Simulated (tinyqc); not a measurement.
Resistance of a source-drain extension with a graded tip: two steps of the calculation.

y runs along the channel, the gate covers y > 0. The doping is N0 for y < y0 and N0 10^(-(y - y0)/la) beyond, uniform over the depth xj. Sheet conductance s(y) = q mu(N) max(N - Nch, 0) xj + (for y > 0) ma Cox Vo, with mu(N) = u0 + (u1 - u0)/(1 + (N/Nr)^au) and Cox = eps0 eox/tox. Current is taken as one-dimensional; depletion of the tip, spreading and the contact are left out. The metallurgical junction lies at yj, where N = Nch.

Parameters, values chosen for the exercise; mobility law close to that of holes in silicon: relative permittivity of the gate insulator (close to hafnium oxide) eox = 21.9; insulator thickness tox = 8.1 nm; active doping of the extension far from the gate N0 = 2.1e20 cm^-3; lateral abruptness la = 4.6 nm/decade; position under the gate where the fall begins (gate edge at 0) y0 = -0.4 nm; depth of the extension xj = 29 nm; channel doping Nch = 1.6e18 cm^-3; gate overdrive Vo = 0.3 V; mobility of the gate-induced layer ma = 76 cm^2/(V s); mobility at low doping u1 = 470.5 cm^2/(V s); mobility at high doping u0 = 44.9 cm^2/(V s); reference doping Nr = 2.23e17 cm^-3; exponent au = 0.719; gate length Lg = 45 nm.

Constants: q = 1.602176634e-19 C, eps0 = 8.8541878128e-14 F/cm where lengths are in cm. Results are converted to the units shown.

Question 1. Sheet resistances and junction position. yj = y0 + la log10(N0/Nch); sheet resistance of the full extension 1/[q mu(N0)(N0 - Nch) xj] and of the gate-induced layer 1/(ma Cox Vo); metallurgical length Lg - 2 yj; ye is where the doped and the gate-induced conductances are equal.

Find: yj; sheet resistance of the extension; sheet resistance of the induced layer; metallurgical length; ye; N at ye.

Answer 1.

yj = 9.343 nm
sheet resistance of the extension = 215.3 ohm/square
sheet resistance of the induced layer = 1.832e4 ohm/square
metallurgical length = 26.31 nm
ye = 8.287 nm
N at ye = 2.714e18 cm^-3

The gate takes over 1.06 nm before the junction, where N is still 1.70 times the channel doping.

Question 2. Resistance of the overlapped part. Midpoint rule on 9 equal steps from 0 to yj: R_ov = sum h/s(y), per width.

Give: y; N; doped conductance; sheet resistance; R_ov.

Answer 2.

```
point   y (nm)  N (cm^-3)  doped conductance (uS)  sheet resistance (ohm/square)
0      0.51907  1.3256e20                  2991.7                         328.27
1       1.5572  7.8839e19                  1832.8                         529.84
2       2.5953  4.6887e19                  1132.2                         842.60
3       3.6335  2.7885e19                  704.94                         1316.6
4       4.6716  1.6584e19                  440.55                         2019.7
5       5.7098  9.8630e18                  272.94                         3053.3
6       6.7479  5.8658e18                  162.37                         4609.2
7       7.7860  3.4885e18                  84.813                         7173.9
8       8.8242  2.0747e18                  25.625                          12468
```

R_ov = 33.575 ohm um

Numbers from tinyqc (`OMP_NUM_THREADS=1 python tinyqc.py 2282087 2282088 out.jsonl`; about 0.05 s on one thread of a shared Intel Xeon 2.30GHz).
